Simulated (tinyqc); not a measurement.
Inside a calculation. Method: Pariser-Parr-Pople SCF with singles CI, for the molecule FC=Cc1ccccc1 (SMILES; centres numbered as the heavy atoms are written). Computed by tinyqc, a small Python program that keeps every step. Settings: charge = 0, gamma = Ohno, start = huckel, damping = 0, iteration cap = 63, excitations kept = 6. Command: `OMP_NUM_THREADS=1 python tinyqc.py 20897 20898 out.jsonl` (the two numbers bound the seeds that draw the settings). One thread of a shared host (Intel(R) Xeon(R) Processor @ 2.60GHz), about 0.02 s of CPU time with the checks. Later iterations appear only in the table of the cycle.

## PPP integrals

Centres (angstrom, eV; a flat drawing with bonds scaled to 1.40 angstrom):
```
centre          x          y  core charge z          W   gamma_rr
1F      -3.775000   0.057000              2  38.990000  22.530000
2C      -2.414000   0.386000              1  11.680000  10.750000
3C      -1.449000  -0.628000              1  11.680000  10.750000
4C      -0.088000  -0.298000              1  11.680000  10.750000
5C       0.878000  -1.312000              1  11.680000  10.750000
6C       2.238000  -0.983000              1  11.680000  10.750000
7C       2.634000   0.360000              1  11.680000  10.750000
8C       1.668000   1.374000              1  11.680000  10.750000
9C       0.307000   1.045000              1  11.680000  10.750000
```

Resonance integrals (eV):
```
i  j       beta
1  2  -1.950000
2  3  -2.340000
3  4  -2.340000
4  5  -2.340000
5  6  -2.340000
6  7  -2.340000
7  8  -2.340000
8  9  -2.340000
9  4  -2.340000
```

Ohno: gamma = 14.399645/sqrt(R^2 + a^2), a = 2 x 14.399645/(gamma_rr + gamma_ss); H_rr = -W_r - sum_(s != r) z_s gamma_rs; H_rs = beta for bonds.

repulsion gamma_rs (eV):
```
           1F         2C         3C         4C         5C         6C         7C         8C
1F  22.530000   8.748105   5.593053   3.785601   2.922714   2.336342   2.224140   2.541174
2C   8.748105  10.750000   7.432293   5.198598   3.655776   2.862264   2.757094   3.266483
3C   5.593053   7.432293  10.750000   7.430511   5.197022   3.655832   3.265797   3.655397
4C   3.785601   5.198598   7.430511  10.750000   7.430382   5.198134   4.638652   5.198263
5C   2.922714   3.655776   5.197022   7.430382  10.750000   7.433857   5.198263   4.639507
6C   2.336342   2.862264   3.655832   5.198134   7.433857  10.750000   7.431259   5.197847
7C   2.224140   2.757094   3.265797   4.638652   5.198263   7.431259  10.750000   7.430382
8C   2.541174   3.266483   3.655397   5.198263   4.639507   5.197847   7.430382  10.750000
9C   3.358055   4.639646   5.197131   7.432042   5.197461   4.638822   5.196559   7.431163

           9C
1F   3.358055
2C   4.639646
3C   5.197131
4C   7.432042
5C   5.197461
6C   4.638822
7C   5.196559
8C   7.431163
9C  10.750000
```

core matrix H (eV):
```
            1F          2C          3C          4C          5C          6C          7C          8C
1F  -70.499183   -1.950000    0.000000    0.000000    0.000000    0.000000    0.000000    0.000000
2C   -1.950000  -58.988363   -2.340000    0.000000    0.000000    0.000000    0.000000    0.000000
3C    0.000000   -2.340000  -58.700088   -2.340000    0.000000    0.000000    0.000000    0.000000
4C    0.000000    0.000000   -2.340000  -61.777785   -2.340000    0.000000    0.000000    0.000000
5C    0.000000    0.000000    0.000000   -2.340000  -56.277697   -2.340000    0.000000    0.000000
6C    0.000000    0.000000    0.000000    0.000000   -2.340000  -52.770701   -2.340000    0.000000
7C    0.000000    0.000000    0.000000    0.000000    0.000000   -2.340000  -52.046287   -2.340000
8C    0.000000    0.000000    0.000000    0.000000    0.000000    0.000000   -2.340000  -53.581390
9C    0.000000    0.000000    0.000000   -2.340000    0.000000    0.000000    0.000000   -2.340000

            9C
1F    0.000000
2C    0.000000
3C    0.000000
4C   -2.340000
5C    0.000000
6C    0.000000
7C    0.000000
8C   -2.340000
9C  -58.128934
```

## Starting guess

pi electrons, sum of z_r less the charge = 10

Orbitals of the Hueckel matrix of the beta values.

P at the start:
```
           1F         2C         3C         4C         5C         6C         7C         8C
1F   1.451411   0.717252  -0.376176  -0.172298   0.188088   0.047183  -0.188088   0.047183
2C   0.717252   1.000000   0.653945   0.000000  -0.150138   0.000000   0.113239   0.000000
3C  -0.376176   0.653945   1.313480   0.497251  -0.156740  -0.076218   0.156740  -0.076218
4C  -0.172298   0.000000   0.497251   1.000000   0.571171   0.000000  -0.265675   0.000000
5C   0.188088  -0.150138  -0.156740   0.571171   1.078370   0.690857  -0.078370  -0.309143
6C   0.047183   0.000000  -0.076218   0.000000   0.690857   1.000000   0.647389   0.000000
7C  -0.188088   0.113239   0.156740  -0.265675  -0.078370   0.647389   1.078370   0.647389
8C   0.047183   0.000000  -0.076218   0.000000  -0.309143   0.000000   0.647389   1.000000
9C   0.188088  -0.150138  -0.156740   0.571171   0.078370  -0.309143  -0.078370   0.690857

           9C
1F   0.188088
2C  -0.150138
3C  -0.156740
4C   0.571171
5C   0.078370
6C  -0.309143
7C  -0.078370
8C   0.690857
9C   1.078370
```

## Iteration 1: Fock matrix

F_rr = H_rr + P_rr gamma_rr / 2 + sum_(s != r) P_ss gamma_rs; F_rs = H_rs - P_rs gamma_rs / 2; E = tr P (H + F) / 2 + core repulsion sum_(r<s) z_r z_s gamma_rs.

F (eV):
```
            1F         2C         3C         4C         5C         6C         7C         8C
1F  -20.220022  -5.087297   1.051985   0.326126  -0.274863  -0.055118   0.209167  -0.059950
2C   -5.087297  -7.908060  -4.770155   0.000000   0.274435   0.000000  -0.156106   0.000000
3C    1.051985  -4.770155  -6.617807  -4.187413   0.407290   0.139320  -0.255940   0.139303
4C    0.326126   0.000000  -4.187413  -4.524129  -4.462008   0.000000   0.616187   0.000000
5C   -0.274863   0.274435   0.407290  -4.462008  -5.043259  -4.907866   0.203694   0.717136
6C   -0.055118   0.000000   0.139320   0.000000  -4.907866  -4.912142  -4.745456   0.000000
7C    0.209167  -0.156106  -0.255940   0.616187   0.203694  -4.745456  -5.265499  -4.745172
8C   -0.059950   0.000000   0.139303   0.000000   0.717136   0.000000  -4.745172  -5.024873
9C   -0.315805   0.348293   0.407299  -4.462483  -0.203662   0.717030   0.203627  -4.906935

           9C
1F  -0.315805
2C   0.348293
3C   0.407299
4C  -4.462483
5C  -0.203662
6C   0.717030
7C   0.203627
8C  -4.906935
9C  -5.282182
```

pi energy = -162.170588 eV

## Iteration 1: orbitals and new P

Diagonalise F (the basis is taken as orthonormal) and form P = 2 sum c c over the lowest orbitals.

orbital energies (eV): -22.082106  -14.099054  -12.339706  -10.589526  -9.743855  -2.330478  0.659772  1.500300  4.226681

P after iteration 1:
```
           1F         2C         3C         4C         5C         6C         7C         8C
1F   1.885164   0.334534  -0.278862  -0.042871   0.094589   0.009498  -0.079949   0.006947
2C   0.334534   1.014381   0.865363   0.020575  -0.226072  -0.007444   0.182145  -0.002599
3C  -0.278862   0.865363   1.067791   0.404255  -0.021672  -0.048427   0.018158  -0.041532
4C  -0.042871   0.020575   0.404255   0.941333   0.606236   0.018935  -0.307120   0.007078
5C   0.094589  -0.226072  -0.021672   0.606236   1.023398   0.683916  -0.027323  -0.319152
6C   0.009498  -0.007444  -0.048427   0.018935   0.683916   0.992863   0.655268  -0.006158
7C  -0.079949   0.182145   0.018158  -0.307120  -0.027323   0.655268   1.038407   0.657995
8C   0.006947  -0.002599  -0.041532   0.007078  -0.319152  -0.006158   0.657995   0.996672
9C   0.097431  -0.232931  -0.022272   0.607142   0.032557  -0.316140  -0.034980   0.680666

           9C
1F   0.097431
2C  -0.232931
3C  -0.022272
4C   0.607142
5C   0.032557
6C  -0.316140
7C  -0.034980
8C   0.680666
9C   1.039992
```

## Iteration 2: Fock matrix

As before.

F (eV):
```
            1F         2C         3C         4C         5C         6C         7C         8C
1F  -17.207788  -3.413269   0.779844   0.081145  -0.138228  -0.011095   0.088909  -0.008827
2C   -3.413269  -6.687770  -5.555815  -0.053481   0.413235   0.010654  -0.251095   0.004245
3C    0.779844  -5.555815  -6.495339  -3.841912   0.056315   0.088520  -0.029650   0.075909
4C    0.081145  -0.053481  -3.841912  -5.881745  -4.592281  -0.049212   0.712311  -0.018396
5C   -0.138228   0.413235   0.056315  -4.592281  -6.206896  -4.882067   0.071016   0.740353
6C   -0.011095   0.010654   0.088520  -0.049212  -4.882067  -6.000057  -4.774734   0.016005
7C    0.088909  -0.251095  -0.029650   0.712311   0.071016  -4.774734  -6.113387  -4.784577
8C   -0.008827   0.004245   0.075909  -0.018396   0.740353   0.016005  -4.784577  -5.970875
9C   -0.163589   0.540358   0.057876  -4.596153  -0.084606   0.733258   0.090889  -4.869070

           9C
1F  -0.163589
2C   0.540358
3C   0.057876
4C  -4.596153
5C  -0.084606
6C   0.733258
7C   0.090889
8C  -4.869070
9C  -6.229291
```

pi energy = -166.163744 eV

## Iteration 2: orbitals and new P

As before.

orbital energies (eV): -18.301889  -15.217300  -12.976729  -11.680936  -10.524173  -1.579331  -0.454174  0.852396  3.088987

P after iteration 2:
```
           1F         2C         3C         4C         5C         6C         7C         8C
1F   1.933957   0.258356  -0.221670  -0.022604   0.064182   0.003777  -0.051171   0.003472
2C   0.258356   0.983917   0.899569   0.015438  -0.212779  -0.003353   0.164972  -0.002436
3C  -0.221670   0.899569   1.061276   0.366574  -0.018882  -0.041238   0.014486  -0.029526
4C  -0.022604   0.015438   0.366574   0.965224   0.617262   0.008777  -0.313654   0.004974
5C   0.064182  -0.212779  -0.018882   0.617262   1.023329   0.680721  -0.016912  -0.323748
6C   0.003777  -0.003353  -0.041238   0.008777   0.680721   0.990264   0.657534   0.001887
7C  -0.051171   0.164972   0.014486  -0.313654  -0.016912   0.657534   1.022574   0.661882
8C   0.003472  -0.002436  -0.029526   0.004974  -0.323748   0.001887   0.661882   0.990032
9C   0.067565  -0.225885  -0.019207   0.619816   0.014608  -0.319949  -0.018498   0.675338

           9C
1F   0.067565
2C  -0.225885
3C  -0.019207
4C   0.619816
5C   0.014608
6C  -0.319949
7C  -0.018498
8C   0.675338
9C   1.029428
```

## Iteration 3: Fock matrix

As before.

F (eV):
```
            1F         2C         3C         4C         5C         6C         7C         8C
1F  -16.964469  -3.080060   0.619906   0.042785  -0.093793  -0.004412   0.056905  -0.004411
2C   -3.080060  -6.470936  -5.682929  -0.040128   0.388936   0.004799  -0.227421   0.003978
3C    0.619906  -5.682929  -6.447090  -3.701915   0.049064   0.075379  -0.023655   0.053965
4C    0.042785  -0.040128  -3.701915  -5.975895  -4.633246  -0.022811   0.727467  -0.012928
5C   -0.093793   0.388936   0.049064  -4.633246  -6.219703  -4.870190   0.043956   0.751016
6C   -0.004412   0.004799   0.075379  -0.022811  -4.870190  -6.088547  -4.783153  -0.004904
7C    0.056905  -0.227421  -0.023655   0.727467   0.043956  -4.783153  -6.208321  -4.799019
8C   -0.004411   0.003978   0.053965  -0.012928   0.751016  -0.004904  -4.799019  -6.091685
9C   -0.113444   0.524013   0.049911  -4.643250  -0.037963   0.742092   0.048062  -4.849273

           9C
1F  -0.113444
2C   0.524013
3C   0.049911
4C  -4.643250
5C  -0.037963
6C   0.742092
7C   0.048062
8C  -4.849273
9C  -6.263900
```

pi energy = -166.359665 eV

## Iteration 3: orbitals and new P

As before.

orbital energies (eV): -17.906661  -15.271831  -13.009427  -11.751953  -10.600556  -1.503838  -0.537308  0.820843  3.030183

P after iteration 3:
```
           1F         2C         3C         4C         5C         6C         7C         8C
1F   1.947888   0.230711  -0.199804  -0.017733   0.054155   0.002895  -0.042428   0.002882
2C   0.230711   0.974181   0.912176   0.012970  -0.204203  -0.002838   0.155460  -0.002264
3C  -0.199804   0.912176   1.060291   0.348409  -0.018135  -0.038359   0.014123  -0.025392
4C  -0.017733   0.012970   0.348409   0.975042   0.621906   0.006446  -0.315052   0.003548
5C   0.054155  -0.204203  -0.018135   0.621906   1.018736   0.679280  -0.012669  -0.325927
6C   0.002895  -0.002838  -0.038359   0.006446   0.679280   0.991465   0.658300   0.001972
7C  -0.042428   0.155460   0.014123  -0.315052  -0.012669   0.658300   1.017552   0.663741
8C   0.002882  -0.002264  -0.025392   0.003548  -0.325927   0.001972   0.663741   0.991371
9C   0.057400  -0.219074  -0.018572   0.625641   0.010522  -0.321891  -0.013973   0.672659

           9C
1F   0.057400
2C  -0.219074
3C  -0.018572
4C   0.625641
5C   0.010522
6C  -0.321891
7C  -0.013973
8C   0.672659
9C   1.023475
```

## Convergence

Stop when output and input P, before any damping, agree to 1e-7.

Course of the cycle:
```
iteration         E (eV)  largest |P(out) - P(in)|
1          -162.17058785                  4.34e-01
2          -166.16374399                  7.62e-02
3          -166.35966521                  2.76e-02
4          -166.38728993                  1.07e-02
5          -166.39199469                  4.24e-03
6          -166.39290088                  1.95e-03
7          -166.39309919                  9.26e-04
8          -166.39314919                  5.47e-04
9          -166.39316367                  3.43e-04
10         -166.39316837                  2.15e-04
11         -166.39317002                  1.35e-04
...                  ...                       ...
17         -166.39317100                  8.15e-06
18         -166.39317100                  5.10e-06
19         -166.39317100                  3.20e-06
20         -166.39317100                  2.00e-06
21         -166.39317100                  1.25e-06
22         -166.39317100                  7.86e-07
23         -166.39317100                  4.92e-07
24         -166.39317100                  3.08e-07
25         -166.39317100                  1.93e-07
26         -166.39317100                  1.21e-07
27         -166.39317100                  7.57e-08
```

Converged in 27 iterations.

## Converged orbitals

Charges are z - P_rr.

orbital energies (eV): -17.707421  -15.299944  -13.016040  -11.783909  -10.655872  -1.459913  -0.580984  0.800195  2.997177

coefficients:
```
         MO1        MO2        MO3        MO4        MO5        MO6        MO7        MO8
1F  0.942232  -0.118223  -0.196295  -0.004639  -0.193797  -0.118737  -0.002301   0.085653
2C  0.303382   0.096752   0.351339   0.011380   0.510825   0.545475   0.010272  -0.440650
3C  0.127982   0.253981   0.522309  -0.000027   0.418671  -0.345814   0.003927   0.523483
4C  0.052915   0.476541   0.363060  -0.016123  -0.361853  -0.402540  -0.019283  -0.321822
5C  0.020822   0.398512   0.040183   0.492432  -0.318275   0.305948  -0.492196   0.009685
6C  0.009735   0.355325  -0.311940   0.508732   0.128005   0.152149   0.508081   0.315255
7C  0.006453   0.338466  -0.476769   0.017045   0.403375  -0.418701  -0.013692  -0.462187
8C  0.008709   0.355345  -0.326541  -0.489727   0.161659   0.181745  -0.492256   0.328234
9C  0.018256   0.398958   0.023468  -0.508102  -0.297906   0.285724   0.506552  -0.007303

          MO9
1F  -0.025925
2C   0.149220
3C  -0.278181
4C   0.491038
5C  -0.399245
6C   0.347084
7C  -0.325536
8C   0.343473
9C  -0.393378
```

pi charges: 1F 0.044225, 2C 0.028175, 3C -0.057957, 4C 0.014197, 5C -0.009296, 6C 0.002298, 7C -0.009823, 8C 0.002117, 9C -0.013935

## Singles CI, singlets

Over the 6 single excitations with the smallest orbital gaps: A = (e_a - e_i) delta + 2 (ia|jb) - (ij|ab), with (pq|rs) = sum c_mp c_mq gamma_mn c_nr c_ns. f = 2/3 w |mu|^2 in atomic units, mu = sqrt2 sum c_ia sum_m c_mi c_ma R_m.

singlet CI matrix (eV):
```
           5>6        5>7        4>6        4>7        5>8        3>6
5>6   4.749997  -0.127950  -0.131567  -0.547059   0.158393  -0.116462
5>7  -0.127950   5.660061   0.711015   0.008463   0.100654  -0.117725
4>6  -0.131567   0.711015   5.843794   0.007403   0.132707  -0.086611
4>7  -0.547059   0.008463   0.007403   6.136069  -0.562324   0.613388
5>8   0.158393   0.100654   0.132707  -0.562324   6.911194   0.212692
3>6  -0.116462  -0.117725  -0.086611   0.613388   0.212692   6.986686
```

singlet excitation energies (eV): 4.541906  5.034399  5.615036  6.507942  7.156233  7.432287

oscillator strengths: 0.421856  0.001480  0.473280  0.834761  0.024347  0.727656

## Singles CI, triplets

Over the 6 single excitations with the smallest orbital gaps: A = (e_a - e_i) delta - (ij|ab), with (pq|rs) = sum c_mp c_mq gamma_mn c_nr c_ns.

triplet CI matrix (eV):
```
           5>6        5>7        4>6        4>7       5>8        3>6
5>6   3.163026  -0.038847  -0.044662  -0.190490  0.462234  -0.315473
5>7  -0.038847   4.769439  -0.190490   0.023433  0.020141  -0.045372
4>6  -0.044662  -0.190490   4.929358   0.015846  0.058098  -0.019496
4>7  -0.190490   0.023433   0.015846   4.199085  0.009775   0.033917
5>8   0.462234   0.020141   0.058098   0.009775  5.548516   1.531096
3>6  -0.315473  -0.045372  -0.019496   0.033917  1.531096   5.696022
```

triplet excitation energies (eV): 2.879163  4.163456  4.396129  4.652755  5.055970  7.157972
